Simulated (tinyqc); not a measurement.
Inside a calculation. Method: Hueckel theory of the pi electrons, for the molecule Bc1ccc([CH2])cc1 (SMILES; centres numbered as the heavy atoms are written). One step of it, computed by the program tinyqc.

Question. Orbitals. Diagonalise; E = alpha + x beta with beta < 0, so the largest x are filled first; degenerate levels share their electrons. P = sum n_i c_ri c_si; each orbital has its largest coefficient positive (the first on a tie).

Hueckel matrix in units of beta (H = alpha + beta A), order 1B, 2C, 3C, 4C, 5C, 6C, 7C, 8C:
```
[[-0.970000, 0.740000, 0.000000, 0.000000, 0.000000, 0.000000, 0.000000, 0.000000],
 [0.740000, 0.000000, 1.000000, 0.000000, 0.000000, 0.000000, 0.000000, 1.000000],
 [0.000000, 1.000000, 0.000000, 1.000000, 0.000000, 0.000000, 0.000000, 0.000000],
 [0.000000, 0.000000, 1.000000, 0.000000, 1.000000, 0.000000, 0.000000, 0.000000],
 [0.000000, 0.000000, 0.000000, 1.000000, 0.000000, 1.000000, 1.000000, 0.000000],
 [0.000000, 0.000000, 0.000000, 0.000000, 1.000000, 0.000000, 0.000000, 0.000000],
 [0.000000, 0.000000, 0.000000, 0.000000, 1.000000, 0.000000, 0.000000, 1.000000],
 [0.000000, 1.000000, 0.000000, 0.000000, 0.000000, 0.000000, 1.000000, 0.000000]]
```

pi electrons, sum of z_r less the charge = 7

Give: x values; occupations; coefficients; charge and bond-order matrix P.

Answer.

x values: [2.1232, 1.3362, 1.0000, 0.0737, -0.7745, -1.0000, -1.5593, -2.1693]

occupations: [2.0000, 2.0000, 2.0000, 1.0000, 0.0000, 0.0000, 0.0000, 0.0000]

coefficients, order 1B, 2C, 3C, 4C, 5C, 6C, 7C, 8C:
```
[[0.0888, 0.1815, 0.0000, 0.2527, 0.7162, 0.0000, 0.5601, 0.2621],
 [0.3712, 0.5657, 0.0000, 0.3564, 0.1892, 0.0000, -0.4460, -0.4248],
 [0.3612, 0.3108, 0.5000, -0.0804, -0.3382, 0.5000, 0.1405, 0.3638],
 [0.3957, -0.1504, 0.5000, -0.3623, 0.0728, -0.5000, 0.2269, -0.3643],
 [0.4790, -0.5118, 0.0000, 0.0537, 0.2819, 0.0000, -0.4944, 0.4266],
 [0.2256, -0.3830, 0.0000, 0.7286, -0.3639, 0.0000, 0.3170, -0.1966],
 [0.3957, -0.1504, -0.5000, -0.3623, 0.0728, 0.5000, 0.2269, -0.3643],
 [0.3612, 0.3108, -0.5000, -0.0804, -0.3382, -0.5000, 0.1405, 0.3638]]
```

charge and bond-order matrix P, order 1B, 2C, 3C, 4C, 5C, 6C, 7C, 8C:
```
[[0.1455, 0.3613, 0.1567, -0.0759, -0.0872, 0.0851, -0.0759, 0.1567],
 [0.3613, 1.0426, 0.5911, -0.0056, -0.2043, -0.0062, -0.0056, 0.5911],
 [0.1567, 0.5911, 0.9605, 0.7215, 0.0236, -0.1337, -0.2785, -0.0395],
 [-0.0759, -0.0056, 0.7215, 0.9897, 0.5136, 0.0298, -0.0103, -0.2785],
 [-0.0872, -0.2043, 0.0236, 0.5136, 0.9856, 0.6472, 0.5136, 0.0236],
 [0.0851, -0.0062, -0.1337, 0.0298, 0.6472, 0.9260, 0.0298, -0.1337],
 [-0.0759, -0.0056, -0.2785, -0.0103, 0.5136, 0.0298, 0.9897, 0.7215],
 [0.1567, 0.5911, -0.0395, -0.2785, 0.0236, -0.1337, 0.7215, 0.9605]]
```
